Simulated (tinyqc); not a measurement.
Ellipsometry and reflectance of a transparent film on an absorbing substrate: psi and Delta against the film thickness.

Air (index 1), film, substrate with N2 = n2 - i k2; time factor exp(+i w t). q_j = sqrt(N_j^2 - sin^2 th), root with positive real part. Fresnel coefficients r_s = (q_a - q_b)/(q_a + q_b), r_p = (N_b^2 q_a - N_a^2 q_b)/(N_b^2 q_a + N_a^2 q_b). tan(Psi) exp(i Delta) = R_p/R_s, Delta taken from 0 to 360 degrees.

beta = 2 pi d q1/lam, X = exp(-2 i beta), R = (r01 + r12 X)/(1 + r01 r12 X) for p and s. The last column is the derivative of Delta.

Parameters, values chosen for the exercise; indices close to those of silicon dioxide on silicon:
- lam = 800 nm (wavelength)
- th = 70 degrees (angle of incidence)
- n1 = 1.463 (index of the transparent film)
- n2 = 3.692 (index of the substrate)
- k2 = 0.0065 (extinction coefficient of the substrate)

Result of one run:
```
d (nm)  Psi (degrees)  Delta (degrees)  |R_p|^2  |R_s|^2  dDelta/dd (degrees/nm)
5               9.296            167.2  0.01823   0.6805                  -2.443
```

What becomes of these results when the film thickness d is changed from 5 to 6 nm, all else the same?

Result of the changed run:
```
d (nm)  Psi (degrees)  Delta (degrees)  |R_p|^2  |R_s|^2  dDelta/dd (degrees/nm)
6               9.366            164.8  0.01851   0.6803                  -2.410
```

The whole series:
```
d (nm)  Psi (degrees)  Delta (degrees)  |R_p|^2  |R_s|^2  dDelta/dd (degrees/nm)
0               9.129            179.7  0.01758   0.6809                  -2.524
1               9.137            177.2  0.01761   0.6809                  -2.520
2               9.158            174.6  0.01769   0.6808                  -2.510
3               9.191            172.1  0.01782   0.6807                  -2.493
4               9.237            169.7  0.01800   0.6806                  -2.471
5               9.296            167.2  0.01823   0.6805                  -2.443
6               9.366            164.8  0.01851   0.6803                  -2.410
7               9.448            162.4  0.01883   0.6800                  -2.372
8               9.541            160.0  0.01921   0.6798                  -2.331
```

Delta falls from 179.67 to 160.02 degrees while Psi moves from 9.129 to 9.541: Delta changes 47.7 times as much as Psi. With the slope of the first row an error of 0.01 degree in Delta means 0.0040 nm.

tinyqc, about 0.01 s, one thread, Intel Xeon 2.30GHz (shared host): `OMP_NUM_THREADS=1 python tinyqc.py 2870189 2870190 out.jsonl`
